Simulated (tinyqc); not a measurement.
Arrhenius fit: deep-level transient spectroscopy (DLTS) of one majority-carrier trap. Computed by tinyqc, a small Python program. Command: `OMP_NUM_THREADS=1 python tinyqc.py 3027917 3027918 out.jsonl dlts walk`. One thread of a shared host (Intel(R) Xeon(R) Processor @ 2.30GHz), about 0.07 s of CPU time with the checks.

A filling pulse loads the traps in a one-sided junction; under reverse bias they empty at the rate e, and the capacitance relaxes as C(t) = C_0 - dC exp(-e t). The signal is S = [C(t_2) - C(t_1)]/dC.

Inputs (values chosen for the exercise, with mass and screening modelled on CdTe):

| quantity | value | unit |
|---|---|---|
| density-of-states mass m | 0.619 | m_0 |
| valleys M | 1 | - |
| trap depth E_t | 0.56 | eV |
| cross-section sigma_0 | 1.7e-14 | cm^2 |
| degeneracy ratio g | 2 | - |
| gate time t_1 | 0.004 | s |
| ratio t_2/t_1 | 10 | - |
| capture barrier E_b | 0.16 | eV |

Carriers: holes. Extra term: capture barrier.

Constants: k_B = 8.617333262e-05 eV/K; k_B = 1.380649e-23 J/K; m_0 = 9.1093837015e-31 kg; h = 6.62607015e-34 J s.

Method:
- e = g sigma v N_b exp(-E/k_B T), v = sqrt(3 k_B T/m), N_b = 2 M (2 pi m k_B T/h^2)^(3/2), sigma = sigma_0 exp(-E_b/k_B T), E = E_t.
- S(e) = exp(-e t_1) - exp(-e t_2) peaks at the rate window e_0 = ln(t_2/t_1)/(t_2 - t_1).
- t_1 is scaled by 0.1, 0.3, 1, 3, 10 and 30 at fixed t_2/t_1; each T_p by bisection.
- Least squares of ln(e_0/T_p^2) on 1/(k_B T_p): slope -E_a, intercept ln(gamma sigma_a) with gamma = v N_b/T^2 = sqrt(3 k_B/m) 2 M (2 pi m k_B/h^2)^(3/2). For comparison, the slope of ln e_0 alone.

Arrhenius data:

| t_1 (s) | e_0 (1/s) | T_p (K) | 1/(k_B T_p) (1/eV) | ln(e_0/T_p^2) |
|---|---|---|---|---|
| 0.0004 | 639.607 | 357.938 | 32.4205 | -5.2999 |
| 0.0012 | 213.202 | 343.042 | 33.8282 | -6.3135 |
| 0.0040 | 63.961 | 328.032 | 35.3761 | -7.4280 |
| 0.0120 | 21.320 | 315.401 | 36.7929 | -8.4480 |
| 0.0400 | 6.396 | 302.595 | 38.3500 | -9.5691 |
| 0.1200 | 2.132 | 291.758 | 39.7745 | -10.5948 |

apparent depth E_a = 0.72000 eV

intercept = 18.043

gamma = 2.0158e+21 cm^-2 s^-1 K^-2

apparent cross-section = 3.4000e-14 cm^2

slope without T^2 = 0.77556 eV

The apparent depth is 0.7200 eV against E_t = 0.56 eV, and the apparent cross-section is 2.00 times sigma_0 (the degeneracy ratio): the capture barrier adds to the slope, so the true depth needs a separate measurement of capture. Leaving out the T^2 factor overstates the slope by 56 meV, about 2 k_B T_p.

Extremes, crossings and ranges named in words are read from the listed rows.
